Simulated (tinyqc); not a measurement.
## Length offset and series resistance from crossing lines

Problem. R_total = Rs + k (L - dL)/Vo with constant Rs, dL and k. Find k, dL and Rs.

R_total at (L, Vo) = (50, 0.34), (100, 0.34), (50, 0.7) and (100, 0.7), L in nm and Vo in V (ohm um): 380.70588  763.05882  241.48571  427.2

Solution. At each overdrive R is a straight line in L with slope k/Vo; the two lines cross at L = dL, R = Rs.

k = 2.60 ohm um V/nm
dL = 14.6 nm
Rs = 110 ohm um

Program tinyqc, `OMP_NUM_THREADS=1 python tinyqc.py 2282171 2282172 out.jsonl`; Intel Xeon 2.30GHz, shared host, one thread, about 0.04 s.
